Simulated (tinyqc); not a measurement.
An infinitely deep well in a field (quantum-confined Stark shift), Airy functions: the Stark shift against mass.

Hard walls at x = -L/2 and +L/2; between them U(x) = -F x (eV, zero at the centre). C = hbar^2/(2 m0), e = (C F^2/m1)^(1/3), z1 = (F L/2 - E)/e at the left wall and z2 = (-F L/2 - E)/e at the right wall. Levels are the roots of D(E) = Ai(z1) Bi(z2) - Ai(z2) Bi(z1).

Exact shifts E_n(F) - E_n(0) from the roots of D; <x> = -dE_1/dF. E_n(0) = C (n pi/L)^2/m1; second-order shift m1 F^2 L^4 (1 - 15/(pi n)^2)/(48 C pi^2 n^2).

Parameters, values chosen for the exercise:
- L = 15.4 nm (well width)
- F = 0.0008 V/nm (field)

Constants: q = 1.602176634e-19 C, hbar = 1.054571817e-34 J s, m0 = 9.1093837015e-31 kg, hbar^2/(2 m0) = 0.0380998212 eV nm^2. Results are converted to the units shown.

The Stark shift against mass:

| m1 (m0) | F L/E_1(0) | shift of level 1 (meV) | second order, 1 (meV) | shift of level 2 (meV) | second order, 2 (meV) | <x> of level 1 (nm) |
|---|---|---|---|---|---|---|
| 0.1 | 0.7770 | -0.1035 | -0.1037 | 0.03080 | 0.03091 | 0.2586 |
| 0.12 | 0.9324 | -0.1242 | -0.1244 | 0.03689 | 0.03710 | 0.3099 |
| 0.15 | 1.166 | -0.1551 | -0.1555 | 0.04597 | 0.04637 | 0.3867 |
| 0.18 | 1.399 | -0.1859 | -0.1866 | 0.05496 | 0.05565 | 0.4630 |
| 0.21 | 1.632 | -0.2166 | -0.2177 | 0.06383 | 0.06492 | 0.5387 |
| 0.26 | 2.020 | -0.2674 | -0.2695 | 0.07832 | 0.08038 | 0.6633 |
| 0.31 | 2.409 | -0.3178 | -0.3214 | 0.09237 | 0.09584 | 0.7858 |
| 0.38 | 2.953 | -0.3874 | -0.3939 | 0.1112 | 0.1175 | 0.9530 |

The shift of level 1 falls from -0.104 to -0.387 meV, as m1^(1.00) between the first two rows and m1^(0.97) between the last two (second order: power 1). Second order is 0.12 % above it in size in the first row and 1.7 % above it in the last. The shift of level 2 rises from 0.0308 to 0.111 meV.

Computed by the program tinyqc: `OMP_NUM_THREADS=1 python tinyqc.py 2580122 2580123 out.jsonl`, one thread of a shared Intel Xeon 2.30GHz, about 0.03 s for the whole run.
